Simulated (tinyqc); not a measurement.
Metal-interlayer-semiconductor contact, depinning against tunnelling resistance: contact resistivity against the decay constant of gap states through the interlayer.

Zero bias, n-type semiconductor. Gap states at the semiconductor surface thin out as exp(-be ti), which unpins the barrier; electrons must then cross the interlayer (a rectangular barrier, no voltage drop across it) and the parabolic depleted layer, both by WKB. Energies E are counted from the Fermi level; no image force, parabolic bands.

S = 1/(1 + (1/S0 - 1) exp(-be ti)); phiB = S (phiM - chi) + (1 - S)(Eg - E0); xi = Ec - EF deep inside, from Nd = Nc F(-xi/Vt), F(x) = (2/sqrt(pi)) int_0^infinity sqrt(u) du/(1 + exp(u - x)); band bending U = phiB - xi; E00 = (hbar/2) sqrt(Nd/(eps0 eps_r mt m0)) in volts; A = 4 pi q mA m0 kB^2/h^3. With U = phiB - xi: for xi < E < phiB, y = (E - xi)/U and G1 = (U/E00) [sqrt(1 - y) - y ln((1 + sqrt(1 - y))/sqrt(y))], G1 = 0 above phiB; G2 = 2 ti sqrt(mi max(phiB + dE - E, 0)/C), C = hbar^2/(2 m0); f = 1/(1 + exp(E/Vt)); 1/rho_c = (A T^2/Vt^2) times the integral of exp(-G1 - G2) f over E from xi upwards. Shares under 0.001 % are printed as 0; rows without band bending are left out.

Parameters, values chosen for the exercise; semiconductor values close to those of silicon; interlayer mass of the order of that in silicon dioxide, offset chosen freely: temperature T = 250 K; band gap Eg = 1.15 eV; relative permittivity eps_r = 11.6; electron affinity chi = 3.97 eV; conduction-band density of states at T Nc = 2.13e19 cm^-3; tunnelling mass in the semiconductor mt = 0.187 m0; Richardson mass mA = 1.99 m0; donor density Nd = 1.6e18 cm^-3; charge-neutrality level above the valence band E0 = 0.37 eV; pinning factor without interlayer S0 = 0.26; metal work function phiM = 4.55 eV; interlayer thickness ti = 1.3 nm; conduction-band offset of the interlayer above the semiconductor dE = 3.12 eV; tunnelling mass in the interlayer mi = 0.44 m0.

Constants: q = 1.602176634e-19 C, kB = 1.380649e-23 J/K, eps0 = 8.8541878128e-12 F/m, hbar = 1.054571817e-34 J s, h = 6.62607015e-34 J s, m0 = 9.1093837015e-31 kg, Vt = kB T/q, hbar^2/(2 m0) = 0.0380998212 eV nm^2. Results are converted to the units shown.

The same in every row: E00/Vt = 0.740.

Contact resistivity against the decay constant of gap states through the interlayer:
```
be (1/nm)      S  phiB (eV)  rho_c (ohm cm^2)  rho_c with G2 = 0 (ohm cm^2)  peak of the integrand (eV)  share above phiB (%)
1          0.563      0.667            6.22e8                          58.7                       0.443                 0.268
2          0.825      0.615            7.84e7                          7.76                       0.410                 0.385
3          0.946      0.591            3.04e7                          3.08                       0.395                 0.455
4          0.985      0.583            2.24e7                          2.28                       0.390                 0.481
5          0.996      0.581            2.05e7                          2.09                       0.388                 0.489
6          0.999      0.580            2.00e7                          2.04                       0.388                 0.491
7           1.00      0.580            1.98e7                          2.03                       0.388                 0.491
8           1.00      0.580            1.98e7                          2.03                       0.388                 0.492
```

What does the table show?

As be goes from 1 to 8, phiB falls from 0.667 to 0.580 eV and rho_c falls from 6.22e8 to 1.98e7 ohm cm^2. The ratio of rho_c to its value with G2 = 0 runs from 1.06e7 to 9.78e6.

Range of the model: The depletion charge would drop about 0.20 V across such an interlayer (eps_r near 3.9) at ti = 1.3 nm and Nd = 1.6e18 cm^-3, against a band bending of 0.53 V; this model leaves that drop out.

Numbers from tinyqc (`OMP_NUM_THREADS=1 python tinyqc.py 2270147 2270148 out.jsonl`; about 0.04 s on one thread of a shared Intel Xeon 2.30GHz).
